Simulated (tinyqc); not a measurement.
Defect equilibria of an oxide against oxygen pressure (mass action): one step, computed by the program tinyqc. Command: `OMP_NUM_THREADS=1 python tinyqc.py 3025104 3025105 out.jsonl brouwer walk`. One thread of a shared host (Intel(R) Xeon(R) Processor @ 2.30GHz), about 0.01 s of CPU time with the checks.

Defects: oxygen vacancies V (charge +2), electrons n, holes p, the ionic partner X = O_i'' (charge -2), and the dopant. Activities are taken equal to concentrations.

Task: Solution at the given pressure. Neutrality: 2 [V] + p = n + 2 [X] + N_d. With n as the unknown, [V] = K_r/(n^2 P^(1/2)), p = K_i/n, [X] = K_s/[V]; the log ratio is ln(positive/negative). The root is found by 60 bisections in ln n between n = 1e-10 and 1e25 cm^-3.

Inputs (values chosen for the exercise, for a model oxide): dopant density N_d = 2e+20 cm^-3; temperature T = 900 K; oxygen pressure P = 1e-12 atm.

Ionic disorder: anion Frenkel. Dopant (singly charged, fully ionised): acceptor.

K_r = 9.820200e+49 cm^-9 atm^(1/2)

K_i = 4.027871e+20 cm^-6

K_s = 3.369648e+30 cm^-6

Give: n; [V]; p; [X].

Result:

n = 9.885e+17 cm^-3

[V] = 1.005e+20 cm^-3

p = 407.5 cm^-3

[X] = 3.353e+10 cm^-3

The largest terms give the Brouwer balance 2 [V] = N_d; the smaller of the two terms is 100 % of the total charge of one sign.
